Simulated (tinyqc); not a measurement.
From results back to parameters: Tamm state at the end of a one-band chain. Four cases, with inputs chosen for the exercise.

Problem. The end state of a chain with hopping -t and end-site shift D has E = D + t^2/D and weight 1 - (t/D)^2 on the end site. The values below come from hidden t and D.

Case 1.

E = -4.206877 eV
weight = 0.436105

Case 2.

E = 4.250410 eV
weight = 0.838686

Case 3.

E = -2.115951 eV
weight = 0.701871

Case 4.

E = -3.614570 eV
weight = 0.803123

Find: D, t.

Solution. With (t/D)^2 = 1 - w, E = D (2 - w), which gives D, and t = |D| sqrt(1 - w).

Case 1.

D, t (eV): -2.690  2.020

Case 2.

D, t (eV): 3.660  1.470

Case 3.

D, t (eV): -1.630  0.890

Case 4.

D, t (eV): -3.020  1.340

Computed by tinyqc, one run a case: `OMP_NUM_THREADS=1 python tinyqc.py N N+1 out.jsonl` with N = 1481575, 1481587, 1481915, 1481999; one thread of a shared Intel(R) Xeon(R) Processor @ 2.30GHz, about 0.01 s a run at most.
